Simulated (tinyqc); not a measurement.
Schottky barrier with interface states (Cowley-Sze model), image lowering and contact resistance: one step, computed by the program tinyqc.

An n-type semiconductor under a metal. The barrier lies between the Schottky-Mott limit phi_M - chi and the Bardeen limit E_g - E_n, E_n being the neutrality level of the interface states; the space-charge term of the full Cowley-Sze expression is left out.

Question. Depletion layer and image lowering under reverse bias. N_c = 2 M_c (2 pi m_e k_B T/h^2)^(3/2); xi = E_c - E_F solves N = N_c F_1/2(-xi/k_B T) (bisection; full ionisation). F_1/2(eta) = (2/sqrt(pi)) int_0^infinity sqrt(x)/(1 + exp(x - eta)) dx, by the trapezoid rule in t = sqrt(x) with step 0.02 up to t = 12 (for eta < -12 by exp(eta) - exp(2 eta)/2^(3/2)). V_bi = phi_B - xi; W = sqrt(2 eps_s eps_0 (V_bi + V_r - k_B T/e)/(e N)); field at the metal E_m = e N W/(eps_s eps_0); image lowering sqrt(e E_m/(4 pi eps_s eps_0)).

Inputs (values chosen for the exercise, with gap, mass and screening modelled on germanium): dielectric constant eps_s = 16.8; electron mass m_e = 0.212 m_0; valleys M_c = 4; donor density N = 2.2e+15 cm^-3; temperature T = 200 K; reverse bias V_r = 4.3 V.

Pinning factor from: Moench relation.

barrier phi_B = 0.5540524 eV

Constants: k_B = 8.617333262e-05 eV/K; m_0 = 9.1093837015e-31 kg; k_B = 1.380649e-23 J/K; h = 6.62607015e-34 J s; eps_0 = 8.8541878128e-12 F/m; e = 1.602176634e-19 C.

Give: N_c; xi; built-in voltage V_bi; depletion width W; field E_m; image lowering.

Answer.

N_c = 5.333e+18 cm^-3

xi = 0.1343 eV

built-in voltage V_bi = 0.4197 V

depletion width W = 1992 nm

field E_m = 47208 V/cm

image lowering = 0.02012 eV
